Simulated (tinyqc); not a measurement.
Inside a calculation. Method: FCI on RHF in the sto-3g basis, for H4, spin multiplicity 1. Computed by tinyqc, a small Python program that keeps every step (integrals from PySCF). Settings: charge = 0, multiplicity = 1, basis = sto-3g, method = RHF, energy threshold = 1e-10, iteration cap = 57, orthogonalisation = symmetric, start = core, DIIS depth = 6, ci = FCI. Command: `OMP_NUM_THREADS=1 python tinyqc.py 22105 22106 out.jsonl` (the two numbers bound the seeds that draw the settings). One thread of a shared host (Intel(R) Xeon(R) Processor @ 2.60GHz), about 0.08 s of CPU time with the checks. The early iterations of the SCF are left out here.

## One-electron integrals

Geometry (angstrom):
```
atom,x,y,z
H,0.00000,0.00000,0.00000
H,0.00000,0.00000,0.76800
H,0.00000,1.32400,0.00000
H,0.00000,1.32400,0.76800
```

Basis sto-3g: exponents (1/bohr^2) and contraction coefficients of normalised primitives:
```
element,l (shell),exponent,coefficient
H,s (1),3.42525,0.15433
H,s (1),0.62391,0.53533
H,s (1),0.16886,0.44463
```

Overlap, kinetic and nuclear-attraction integrals over the contracted functions; the nuclear repulsion is the sum of Za Zb / Rab.

nuclear repulsion = 2.8688814 hartree

overlap S:
```
,1H 1s,2H 1s,3H 1s,4H 1s
1H 1s,1.00000,0.64159,0.32824,0.24573
2H 1s,0.64159,1.00000,0.24573,0.32824
3H 1s,0.32824,0.24573,1.00000,0.64159
4H 1s,0.24573,0.32824,0.64159,1.00000
```

kinetic energy T (hartree):
```
,1H 1s,2H 1s,3H 1s,4H 1s
1H 1s,0.76003,0.22060,0.02997,0.00717
2H 1s,0.22060,0.76003,0.00717,0.02997
3H 1s,0.02997,0.00717,0.76003,0.22060
4H 1s,0.00717,0.02997,0.22060,0.76003
```

nuclear attraction V (hartree):
```
,1H 1s,2H 1s,3H 1s,4H 1s
1H 1s,-2.60395,-1.63279,-0.78063,-0.59892
2H 1s,-1.63279,-2.60395,-0.59892,-0.78063
3H 1s,-0.78063,-0.59892,-2.60395,-1.63279
4H 1s,-0.59892,-0.78063,-1.63279,-2.60395
```

core Hamiltonian H = T + V (hartree):
```
,1H 1s,2H 1s,3H 1s,4H 1s
1H 1s,-1.84392,-1.41219,-0.75066,-0.59176
2H 1s,-1.41219,-1.84392,-0.59176,-0.75066
3H 1s,-0.75066,-0.59176,-1.84392,-1.41219
4H 1s,-0.59176,-0.75066,-1.41219,-1.84392
```

## Two-electron integrals

Functions are numbered as in S; the eight-fold symmetry (ij|kl) = (ji|kl) = (kl|ij) leaves the list below.

Two-electron integrals (ij|kl) in chemists' order, unique and non-zero (hartree):
```
i,j,k,l,(ij|kl)
1,1,1,1,0.77461
2,1,1,1,0.42875
2,1,2,1,0.27940
2,2,1,1,0.55951
2,2,2,1,0.42875
2,2,2,2,0.77461
3,1,1,1,0.18526
3,1,2,1,0.10857
3,1,2,2,0.14971
3,1,3,1,0.06368
3,2,1,1,0.12553
3,2,2,1,0.08353
3,2,2,2,0.13061
3,2,3,1,0.04412
3,2,3,2,0.03404
3,3,1,1,0.38557
3,3,2,1,0.23655
3,3,2,2,0.33956
3,3,3,1,0.18526
3,3,3,2,0.13061
3,3,3,3,0.77461
4,1,1,1,0.13061
4,1,2,1,0.08353
4,1,2,2,0.12553
4,1,3,1,0.04412
4,1,3,2,0.03372
4,1,3,3,0.12553
4,1,4,1,0.03404
4,2,1,1,0.14971
4,2,2,1,0.10857
4,2,2,2,0.18526
4,2,3,1,0.05192
4,2,3,2,0.04412
4,2,3,3,0.14971
4,2,4,1,0.04412
4,2,4,2,0.06368
4,3,1,1,0.23655
4,3,2,1,0.15478
4,3,2,2,0.23655
4,3,3,1,0.10857
4,3,3,2,0.08353
4,3,3,3,0.42875
4,3,4,1,0.08353
4,3,4,2,0.10857
4,3,4,3,0.27940
4,4,1,1,0.33956
4,4,2,1,0.23655
4,4,2,2,0.38557
4,4,3,1,0.14971
4,4,3,2,0.12553
4,4,3,3,0.55951
4,4,4,1,0.13061
4,4,4,2,0.18526
4,4,4,3,0.42875
4,4,4,4,0.77461
```

## Orthogonalisation

S = U s U^T; symmetric (Loewdin) form X = U s^(-1/2) U^T, so that X^T S X = 1.

eigenvalues of S: 0.27590  0.44093  1.06762  2.21555

X:
```
,1H 1s,2H 1s,3H 1s,4H 1s
1H 1s,1.26236,-0.44254,-0.17346,0.02547
2H 1s,-0.44254,1.26236,0.02547,-0.17346
3H 1s,-0.17346,0.02547,1.26236,-0.44254
4H 1s,0.02547,-0.17346,-0.44254,1.26236
```

## Iteration 2 (converged): orbitals

converged F (hartree):
```
,1H 1s,2H 1s,3H 1s,4H 1s
1H 1s,-0.38278,-0.60815,-0.28678,-0.26941
2H 1s,-0.60815,-0.38278,-0.26941,-0.28678
3H 1s,-0.28678,-0.26941,-0.38278,-0.60815
4H 1s,-0.26941,-0.28678,-0.60815,-0.38278
```

Diagonalise F' = X^T F X, C = X C', fill 2 alpha and 2 beta electrons from the bottom; D = 2 C_occ C_occ^T. Each column has its largest component positive (the first on a tie).

F' = X^T F X (hartree):
```
,1,2,3,4
1,0.06151,-0.61426,-0.17480,0.02925
2,-0.61426,0.06151,0.02925,-0.17480
3,-0.17480,0.02925,0.06151,-0.61426
4,0.02925,-0.17480,-0.61426,0.06151
```

orbital energies (hartree): MO1 -0.69830, MO2 -0.40721, MO3 0.47172, MO4 0.87982

coefficients C:
```
,MO1,MO2,MO3,MO4
1H 1s,0.33591,0.48391,0.75298,0.95191
2H 1s,0.33591,0.48391,-0.75298,-0.95191
3H 1s,0.33591,-0.48391,0.75298,-0.95191
4H 1s,0.33591,-0.48391,-0.75298,0.95191
```

D after iteration 2:
```
,1H 1s,2H 1s,3H 1s,4H 1s
1H 1s,0.69401,0.69401,-0.24265,-0.24265
2H 1s,0.69401,0.69401,-0.24265,-0.24265
3H 1s,-0.24265,-0.24265,0.69401,0.69401
4H 1s,-0.24265,-0.24265,0.69401,0.69401
```

## Convergence

Stop when the energy changes by less than 1e-10 hartree and every element of the error matrix X^T (F D S - S D F) X is below 3e-06.

Course of the cycle:
```
iteration,E (hartree),change,largest element of the error matrix
1,-2.1046717,-,1.63e-15
2,-2.1046717,0.00000,8.63e-16
```

PySCF RHF in the same basis = -2.1046717 hartree

Converged in 2 iterations.

## Integrals over molecular orbitals

(pq|rs) = sum C_ip C_jq C_kr C_ls (ij|kl), one index at a time.

one-electron integrals over orbitals h = C^T H C (hartree):
```
,1,2,3,4
1,-2.07556,0.00000,0.00000,0.00000
2,0.00000,-1.79248,0.00000,0.00000
3,0.00000,0.00000,-1.33954,0.00000
4,0.00000,0.00000,0.00000,-0.98889
```

Two-electron integrals over orbitals (pq|rs), unique and non-zero (hartree):
```
p,q,r,s,(pq|rs)
1,1,1,1,0.51998
2,1,2,1,0.17196
2,2,1,1,0.51462
2,2,2,2,0.52799
3,1,3,1,0.10923
3,2,3,2,0.07933
3,3,1,1,0.50113
3,3,2,2,0.49878
3,3,3,3,0.50818
4,1,3,2,0.07850
4,1,4,1,0.07774
4,2,3,1,0.11072
4,2,4,2,0.12089
4,3,2,1,0.16766
4,3,4,3,0.18383
4,4,1,1,0.51174
4,4,2,2,0.52193
4,4,3,3,0.51921
4,4,4,4,0.54225
```

## FCI: determinants and Hamiltonian

Hartree-Fock energy = -2.1046717 hartree

Slater-Condon rules over spin orbitals, with the nuclear repulsion added and E(HF) subtracted on the diagonal. Only determinants linked to the reference directly or through others are kept (one block of an abelian symmetry group), so some states are absent.

Occupation strings over the orbitals (2 doubly, a alpha, b beta, 0 empty; spin orbitals ordered 1a 1b 2a 2b ...): 2200 aabb 2020 abab 2002 abba baab 0220 baba 0202 bbaa 0022

H - E(HF) between determinants (hartree):
```
,2200,aabb,2020,abab,2002,abba,baab,0220,baba,0202,bbaa,0022
2200,0.00000,-0.03222,0.07933,-0.07850,0.12089,0.11072,0.11072,0.10923,-0.07850,0.07774,-0.03222,0.00000
aabb,-0.03222,1.48871,0.07850,-0.07933,-0.11072,-0.12089,-0.10923,-0.11072,-0.07774,0.07850,0.00000,-0.03222
2020,0.07933,0.07850,0.95756,0.08916,0.18383,-0.16766,-0.16766,0.17196,0.08916,0.00000,0.07850,0.07774
abab,-0.07850,-0.07933,0.08916,1.61437,0.16766,-0.18383,-0.17196,0.16766,0.00000,0.08916,-0.07774,-0.07850
2002,0.12089,-0.11072,0.18383,0.16766,1.79836,-0.05694,-0.05694,0.00000,0.16766,0.17196,-0.11072,0.10923
abba,0.11072,-0.12089,-0.16766,-0.18383,-0.05694,1.68743,0.00000,-0.05694,-0.17196,-0.16766,-0.10923,0.11072
baab,0.11072,-0.10923,-0.16766,-0.17196,-0.05694,0.00000,1.68743,-0.05694,-0.18383,-0.16766,-0.12089,0.11072
0220,0.10923,-0.11072,0.17196,0.16766,0.00000,-0.05694,-0.05694,1.58217,0.16766,0.18383,-0.11072,0.12089
baba,-0.07850,-0.07774,0.08916,0.00000,0.16766,-0.17196,-0.18383,0.16766,1.61437,0.08916,-0.07933,-0.07850
0202,0.07774,0.07850,0.00000,0.08916,0.17196,-0.16766,-0.16766,0.18383,0.08916,2.32700,0.07850,0.07933
bbaa,-0.03222,0.00000,0.07850,-0.07774,-0.11072,-0.10923,-0.12089,-0.11072,-0.07933,0.07850,1.48871,-0.03222
0022,0.00000,-0.03222,0.07774,-0.07850,0.10923,0.11072,0.11072,0.12089,-0.07850,0.07933,-0.03222,3.07633
```

## FCI: roots

Diagonalise (each vector has its largest component positive (the first on a tie)); all determinants have Ms = 0, so triplets appear too. The lowest singlet root is the correlation energy.

lowest roots of this matrix, relative to E(HF) (hartree): -0.05033  0.80279  1.10152  1.32868  1.48798  1.61259  1.68909  1.68994

lowest vectors:
```
,root 1,root 2,root 3,root 4
2200,0.98302,0.07222,0.00000,0.12681
aabb,0.01327,-0.14107,0.40825,0.28148
2020,-0.08924,0.89728,0.00000,0.32633
abab,0.05409,0.01883,0.40825,-0.34644
2002,-0.06525,-0.21129,0.00000,0.30376
abba,-0.06735,0.12225,0.40825,0.06496
baab,-0.06735,0.12225,0.40825,0.06496
0220,-0.06737,-0.25618,0.00000,0.59426
baba,0.05409,0.01883,0.40825,-0.34644
0202,-0.03718,0.09156,0.00000,-0.12441
bbaa,0.01327,-0.14107,0.40825,0.28148
0022,0.01581,-0.02471,0.00000,-0.09794
```

<S^2> of these roots: 0.00000  0.00000  6.00000  0.00000  2.00000  2.00000  0.00000  2.00000

weight of the ground state by excitation level 0, 1, 2, ...: 0.96633  0.00000  0.03342  0.00000  0.00025
